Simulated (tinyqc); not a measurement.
How far the series holds: five-level k.p model folded onto the conduction band.

For k along z and one spin sector the level c couples to four states. With c0 = hbar^2/2m0, P = sqrt(Ep c0), P2 = sqrt(Ep2 c0): diagonal Eg + (1 + Cm) c0 k^2 for c, and 0, -Dso, E7 + D2, E7 for lh, so, G8 up, G7 up (their own dispersion is left out); couplings of c: sqrt(2/3) P k to lh, sqrt(1/3) P k to so, sqrt(2/3) P2 k to G8 up, sqrt(1/3) P2 k to G7 up (phases chosen real).

Expanding E = H_cc + S(E) about Eg in powers of k^2, with s_n = sum_j H_cj^2/(Eg - H_jj)^n: order k^2: e2 = (1 + Cm) c0 k^2 + s1; order k^4: e4 = -s2 e2; order k^6: e6 = s3 e2^2 + s2^2 e2.

Constants: hbar^2/2m0 = 3.80998211 eV angstrom^2.

Values chosen for the exercise (near those of CdTe; shifted at random, so the results belong to these values and not to a real crystal):
- Eg = 1.539 eV (gap at Gamma to the s-like level)
- Dso = 0.919 eV (spin-orbit splitting)
- Ep = 19.5 eV (Kane energy)
- E7 = 5.18 eV (upper Gamma7 conduction level, from the valence top)
- D2 = 0.29 eV (its spin-orbit splitting, Gamma8 above Gamma7)
- Ep2 = 3.6 eV (Kane energy to the upper levels)
- Cm = -0.9 (remote term in 1/m)

Energies from Eg; Pk/Eg measures the coupling.

Levels (eV):

| k (1/angstrom) | Pk/Eg | to k^2 | to k^4 | to k^6 | exact |
|---|---|---|---|---|---|
| 0.0268 | 0.150 | 0.0281 | 0.0275 | 0.0275 | 0.0275 |
| 0.0612 | 0.343 | 0.1463 | 0.1321 | 0.1347 | 0.1342 |
| 0.0957 | 0.536 | 0.3577 | 0.2727 | 0.3105 | 0.2973 |
| 0.1301 | 0.729 | 0.6611 | 0.3707 | 0.6093 | 0.4918 |
| 0.1645 | 0.921 | 1.0569 | 0.3148 | 1.2896 | 0.7018 |
| 0.1990 | 1.115 | 1.5467 | -0.0426 | 3.0125 | 0.9175 |
| 0.2334 | 1.307 | 2.1277 | -0.8798 | 7.0729 | 1.1304 |
| 0.2678 | 1.500 | 2.8011 | -2.4113 | 15.7343 | 1.3360 |

What can be read from this table?

Within 2 % of the exact level stay: the k^2 term up to Pk/Eg = 0.15, the sum to k^4 up to Pk/Eg = 0.34, the sum to k^6 up to Pk/Eg = 0.34. In the last row the errors are +1465, -3747 and +14398 meV: higher orders make it worse, since the series in k^2 converges only for Pk below about Eg/2 in the two-level limit E = Eg/2 + sqrt(Eg^2/4 + P^2 k^2).

Computed by tinyqc, a small Python program: `OMP_NUM_THREADS=1 python tinyqc.py 1080822 1080823 out.jsonl` (the numbers bound the seed that draws the inputs); one thread of a shared host (Intel(R) Xeon(R) Processor @ 2.30GHz), about 0.01 s for the whole set of steps.
